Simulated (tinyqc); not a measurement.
Density of states of one tight-binding band on the simple cubic lattice: one step. Gaussian broadening at one energy. Three cases, with inputs chosen for the exercise.

Problem. Sum over the distinct energies with their counts.

Gaussian broadening: g(E) = mean over the mesh of exp(-(E - E_k)^2/(2 sigma^2))/(sigma sqrt(2 pi)), n(E) = mean of erfc((E_k - E)/(sigma sqrt 2))/2.

Case 1.

Values chosen: E = 6.31 eV (energy at which the density is wanted); sigma = 0.95 eV (Gaussian width).

Distinct energies:

| E_k (eV) | points |
|---|---|
| -9.000000 | 1 |
| -6.800000 | 6 |
| -4.600000 | 3 |
| -3.800000 | 12 |
| -0.800000 | 12 |
| 0.000000 | 8 |
| 3.000000 | 3 |
| 3.800000 | 12 |
| 8.400000 | 6 |
| 13.800000 | 1 |

Case 2.

Values chosen: E = 8.23 eV (energy at which the density is wanted); sigma = 0.374 eV (Gaussian width).

Distinct energies:

| E_k (eV) | points |
|---|---|
| -11.220000 | 1 |
| -7.480000 | 6 |
| -3.740000 | 15 |
| 0.000000 | 20 |
| 3.740000 | 15 |
| 7.480000 | 6 |
| 11.220000 | 1 |

Case 3.

Values chosen: E = 2.6 eV (energy at which the density is wanted); sigma = 0.082 eV (Gaussian width).

Distinct energies:

| E_k (eV) | points |
|---|---|
| -4.920000 | 1 |
| -4.100000 | 6 |
| -3.280000 | 12 |
| -2.460000 | 14 |
| -1.640000 | 27 |
| -0.820000 | 36 |
| 0.000000 | 24 |
| 0.820000 | 36 |
| 1.640000 | 27 |
| 2.460000 | 14 |
| 3.280000 | 12 |
| 4.100000 | 6 |
| 4.920000 | 1 |

Give: n(E); g(E).

Solution.

Case 1.

n(E) = 0.8911
g(E) = 0.0059 1/eV

Case 2.

n(E) = 0.9823
g(E) = 0.0134 1/eV

Case 3.

n(E) = 0.9092
g(E) = 0.0734 1/eV

Computed by tinyqc, one run a case: `OMP_NUM_THREADS=1 python tinyqc.py N N+1 out.jsonl` with N = 1651337, 1651428, 1651441; one thread of a shared Intel(R) Xeon(R) Processor @ 2.30GHz, about 0.3 s a run at most.
